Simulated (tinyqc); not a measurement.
Resistance of a source-drain extension with a graded tip: two steps of the calculation.

y runs along the channel, the gate covers y > 0. The doping is N0 for y < y0 and N0 10^(-(y - y0)/la) beyond, uniform over the depth xj. Sheet conductance s(y) = q mu(N) max(N - Nch, 0) xj + (for y > 0) ma Cox Vo, with mu(N) = u0 + (u1 - u0)/(1 + (N/Nr)^au) and Cox = eps0 eox/tox. Current is taken as one-dimensional; depletion of the tip, spreading and the contact are left out. The metallurgical junction lies at yj, where N = Nch.

Parameters, values chosen for the exercise; mobility law close to that of electrons in silicon:
```
symbol   value        unit                                                                 meaning
eox       7.71              relative permittivity of the gate insulator (close to silicon nitride)
tox        3.2          nm                                                     insulator thickness
N0      1.3e20       cm^-3                        active doping of the extension far from the gate
la           4   nm/decade                                                      lateral abruptness
y0         2.2          nm          position under the gate where the fall begins (gate edge at 0)
xj          16          nm                                                  depth of the extension
Nch     7.2e17       cm^-3                                                          channel doping
Vo        0.72           V                                                          gate overdrive
ma         150  cm^2/(V s)                                      mobility of the gate-induced layer
u1        1414  cm^2/(V s)                                                  mobility at low doping
u0        68.5  cm^2/(V s)                                                 mobility at high doping
Nr      9.2e16       cm^-3                                                        reference doping
au       0.711                                                                            exponent
Lg          30          nm                                                             gate length
```

Constants: q = 1.602176634e-19 C, eps0 = 8.8541878128e-14 F/cm where lengths are in cm. Results are converted to the units shown.

Task 1. Sheet resistances and junction position. yj = y0 + la log10(N0/Nch); sheet resistance of the full extension 1/[q mu(N0)(N0 - Nch) xj] and of the gate-induced layer 1/(ma Cox Vo); metallurgical length Lg - 2 yj; ye is where the doped and the gate-induced conductances are equal.

Wanted: yj; sheet resistance of the extension; sheet resistance of the induced layer; metallurgical length; ye; N at ye.

Result 1.

yj = 11.226 nm
sheet resistance of the extension = 395.98 ohm/square
sheet resistance of the induced layer = 4340.3 ohm/square
metallurgical length = 7.5471 nm
ye = 7.0262 nm
N at ye = 8.0798e18 cm^-3

The gate takes over 4.20 nm before the junction, where N is still 11.2 times the channel doping.

Task 2. Resistance of the overlapped part. Midpoint rule on 8 equal steps from 0 to yj: R_ov = sum h/s(y), per width.

Wanted: y; N; doped conductance; sheet resistance; R_ov.

Result 2.

```
point   y (nm)  N (cm^-3)  doped conductance (uS)  sheet resistance (ohm/square)
0      0.70165  1.3000e20                  2525.4                         362.87
1       2.1050  1.3000e20                  2525.4                         362.87
2       3.5083  6.1218e19                  1265.6                         668.47
3       4.9116  2.7293e19                  623.96                         1170.5
4       6.3149  1.2168e19                  319.83                         1817.4
5       7.7182  5.4250e18                  167.36                         2514.1
6       9.1215  2.4186e18                  82.045                         3200.6
7       10.525  1.0783e18                  24.588                         3921.8
```

R_ov = 19.672 ohm um

Program tinyqc, `OMP_NUM_THREADS=1 python tinyqc.py 2282099 2282100 out.jsonl`; Intel Xeon 2.30GHz, shared host, one thread, about 0.03 s.
